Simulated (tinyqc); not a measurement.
## Front-illuminated p-i-n photodiode, quantum efficiency and bandwidth: efficiency and bandwidth against the thickness of the depleted layer

Light enters through a p layer (0 to xp), a depleted layer (xp to xp + wi) and a thick n substrate, decaying as exp(-al x); one pass, no back reflection. Carriers made in the depleted layer are all collected; those in the neutral layers diffuse.

k = al Ln, s = S Ln/Dn, e = exp(-al xp); front layer f1 = (k/(k^2 - 1)) {[s + k - e (s cosh(xp/Ln) + sinh(xp/Ln))]/[s sinh(xp/Ln) + cosh(xp/Ln)] - k e}; depleted layer f2 = e (1 - exp(-al wi)); substrate f3 = e exp(-al wi) al Lp/(1 + al Lp); external efficiency (1 - Rf)(f1 + f2 + f3); responsivity = efficiency q lam/(h c). Drift response for pairs made in the depleted layer, a = al wi, g = 1 - exp(-a), u = 2 pi i f, te = wi/ve, th = wi/vh: electrons He = [g - a (exp(-a) - exp(-u te))/(u te - a)]/(u te g), holes Hh = [g - a (1 - exp(-a - u th))/(a + u th)]/(u th g); C = eps0 eps_r pi (dia/2)^2/wi + Cp; total |He + Hh|/sqrt(1 + (2 pi f RL C)^2), for the current of the depleted layer alone. Limits are the frequencies at which each factor falls to 1/sqrt(2); inverse-square sum (f_transit^-2 + f_RC^-2)^(-1/2); the diffusion currents f1 and f3 are left out of the bandwidth.

Parameters, values chosen for the exercise; values close to those of silicon at this wavelength:
- lam = 850 nm (wavelength)
- al = 522 1/cm (absorption coefficient)
- Rf = 0.3 (reflectance of the front face)
- eps_r = 12 (relative permittivity)
- xp = 0.3 um (thickness of the front p layer)
- Dn = 11 cm^2/s (electron diffusion coefficient in the p layer)
- Ln = 6.5 um (electron diffusion length in the p layer)
- S = 800 cm/s (recombination velocity of the front surface)
- Lp = 46 um (hole diffusion length in the thick n substrate)
- ve = 1.03e7 cm/s (electron drift velocity)
- vh = 6.97e6 cm/s (hole drift velocity)
- dia = 45 um (diameter)
- RL = 50 ohm (load resistance)
- Cp = 90 fF (parasitic capacitance)

Constants: q = 1.602176634e-19 C, h = 6.62607015e-34 J s, c = 299792458 m/s, eps0 = 8.8541878128e-14 F/cm where lengths are in cm. Results are converted to the units shown.

Result of one run:
columns A: f2; B: f1 + f3; C: responsivity (A/W); D: transit limit (GHz); E: RC limit (GHz); F: 3 dB bandwidth (GHz); G: inverse-square sum (GHz); H: bandwidth x (1 - Rf) f2 (GHz)
```
A            B       C      D      E      F      G      H
0.1855  0.5796  0.3672  11.32  24.07  9.929  10.24  1.289
```

Which thickness of the depleted layer wi gave this result: 2.4, 4, 11 or 90 um?

wi = 4 um.

The whole series:
columns A: wi (um); B: f2; C: f1 + f3; D: responsivity (A/W); E: transit limit (GHz); F: RC limit (GHz); G: 3 dB bandwidth (GHz); H: inverse-square sum (GHz); I: bandwidth x (1 - Rf) f2 (GHz)
```
A         B        C       D       E      F       G       H       I
2.4  0.1159   0.6287  0.3573   18.75  19.84   13.00   13.63   1.055
4    0.1855   0.5796  0.3672   11.32  24.07   9.929   10.24   1.289
6.7  0.2905   0.5054  0.3820   6.823  27.63   6.543   6.624   1.331
11   0.4301   0.4069  0.4017   4.218  30.21   4.159   4.177   1.252
19   0.6193   0.2733  0.4284   2.504  32.19   2.493   2.496   1.081
32   0.7992   0.1463  0.4537   1.535  33.41   1.533   1.534  0.8576
54   0.9257  0.05699  0.4716  0.9370  34.18  0.9365  0.9367  0.6069
90   0.9755  0.02184  0.4786  0.5630  34.64  0.5629  0.5629  0.3844
150  0.9841  0.01579  0.4798  0.3268  34.93  0.3268  0.3268  0.2251
```

As wi goes from 2.4 to 150, the responsivity rises from 0.357 to 0.480 A/W and the bandwidth falls from 13.0 to 0.327 GHz. The transit limit is the lower one in every row. Adding inverse squares of the two limits is within 4.8 % of the full result. The product of bandwidth and fast efficiency goes from 1.05 through a maximum of 1.33 (at wi = 6.7 among the rows listed) to 0.225 GHz. For wi = 2.4, 4, 6.7, 11, 19 the diffusion currents exceed 0.3 of the drift current; their own response times, left out, may then shape the whole response.

Computed by the program tinyqc: `OMP_NUM_THREADS=1 python tinyqc.py 2250016 2250017 out.jsonl`, one thread of a shared Intel Xeon 2.30GHz, about 0.01 s for the whole run.
